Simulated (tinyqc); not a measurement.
# Input admittance of a MOSFET at zero drain bias: distributed channel and distributed gate: what changes with what

Source and drain grounded, strong inversion, w = 2 pi f, Cox = eps0 eox/tox. The channel is an RC line of resistance 1/(mu Cox Vo) per square fed from both ends, so one finger has the intrinsic admittance y = i w Cox L tanh(g)/g per width, g = (1/2) sqrt(i w tau), tau = L^2/(mu Vo). The vertical resistance rv/L is in series with y, the overlaps 2 i w Cov in parallel: y_t = 1/(1/y + rv/L) + 2 i w Cov. The gate strip is a line of Rsh/L per length loaded by y_t, so a finger has Y = y_t Wf tanh(k)/k, k = (Wf/sd) sqrt(y_t Rsh/L); the device has Nf Y.

Values chosen for this exercise; values of the order met in silicon radio-frequency transistors: relative permittivity of the gate insulator (close to silicon dioxide) eox = 3.9; insulator thickness tox = 1.9 nm; channel length L = 0.29 um; finger width Wf = 10 um; number of fingers Nf = 64; channel mobility mu = 440 cm^2/(V s); gate overdrive Vo = 0.55 V; sheet resistance of the gate Rsh = 16 ohm/square; vertical resistivity of the gate stack rv = 0 ohm um^2; number of ends at which a finger is contacted sd = 2; overlap and fringe capacitance on each side Cov = 0.17 fF/um; frequency f = 9 GHz.

Constants: eps0 = 8.8541878128e-14 F/cm where lengths are in cm. Results are converted to the units shown.

Each table varies one quantity; the others keep the values above.

## Input impedance against frequency

Low-frequency limits, with c = Cox L and ct = c + 2 Cov: R_strip = Rsh Wf/(3 sd^2 L Nf), R_ch = (c/ct)^2 L/(12 mu Cox Vo Wf Nf), R_vert = (c/ct)^2 rv/(L Wf Nf), C = ct Wf Nf. Z = 1/(Nf Y) = R + 1/(i w C), Q = |Im Z|/R, far-point signal |1/cosh k|.

The same in every row: low-frequency R (ohm) = 0.7942.

Input impedance against frequency:

| f (GHz) | w tau | \|k\| | R (ohm) | C (fF) | Q | signal at the far point |
|---|---|---|---|---|---|---|
| 0.09 | 0.001965 | 0.06615 | 0.7942 | 3591 | 620.1 | 1.000 |
| 0.2 | 0.004367 | 0.09861 | 0.7942 | 3591 | 279.1 | 1.000 |
| 0.7 | 0.01528 | 0.1845 | 0.7941 | 3591 | 79.73 | 0.9999 |
| 2 | 0.04367 | 0.3118 | 0.7941 | 3590 | 27.91 | 0.9990 |
| 5 | 0.1092 | 0.4931 | 0.7938 | 3586 | 11.18 | 0.9941 |
| 10 | 0.2184 | 0.6972 | 0.7927 | 3572 | 5.621 | 0.9769 |
| 40 | 0.8734 | 1.392 | 0.7721 | 3325 | 1.550 | 0.7489 |
| 100 | 2.184 | 2.181 | 0.6915 | 2600 | 0.8852 | 0.3914 |
| 300 | 6.551 | 3.513 | 0.5163 | 1626 | 0.6321 | 0.1035 |

What does the table show?

R falls from 0.794 to 0.516 ohm and C falls from 3590 to 1630 fF. Q goes as f^(-1.00) between the first two rows and f^(-0.31) between the last two, where w tau = 6.55 and |k| = 3.51. The low-frequency limits hold both R and C within 5 % up to f = 10 GHz among the rows.

## Effect of the gate overdrive

Same model as above.

Results:

| Vo (V) | w tau | \|k\| | R (ohm) | low-frequency R (ohm) | C (fF) | Q | signal at the far point |
|---|---|---|---|---|---|---|---|
| 0.2 | 0.5404 | 0.6611 | 0.9250 | 0.9267 | 3574 | 5.349 | 0.9757 |
| 0.35 | 0.3088 | 0.6614 | 0.8361 | 0.8374 | 3575 | 5.916 | 0.9794 |
| 0.5 | 0.2162 | 0.6615 | 0.8005 | 0.8017 | 3575 | 6.179 | 0.9809 |
| 0.8 | 0.1351 | 0.6615 | 0.7694 | 0.7705 | 3575 | 6.428 | 0.9822 |
| 0.95 | 0.1138 | 0.6615 | 0.7612 | 0.7623 | 3576 | 6.497 | 0.9825 |
| 1.1 | 0.09826 | 0.6615 | 0.7552 | 0.7563 | 3576 | 6.549 | 0.9828 |
| 1.25 | 0.08647 | 0.6615 | 0.7507 | 0.7517 | 3576 | 6.588 | 0.9830 |

Estimate the missing row, Vo = 0.65 V.

Computed row:

| Vo (V) | w tau | \|k\| | R (ohm) | low-frequency R (ohm) | C (fF) | Q | signal at the far point |
|---|---|---|---|---|---|---|---|
| 0.65 | 0.1663 | 0.6615 | 0.7814 | 0.7825 | 3575 | 6.330 | 0.9817 |

With this row back in the table: As Vo goes from 0.2 to 1.25, R falls from 0.925 to 0.751 ohm, C stays near 3580 fF and Q rises from 5.35 to 6.59. Only the channel term depends on Vo.

Computed by the program tinyqc: `OMP_NUM_THREADS=1 python tinyqc.py 2262168 2262169 out.jsonl`, one thread of a shared Intel Xeon 2.30GHz, about 0.01 s for the whole run.
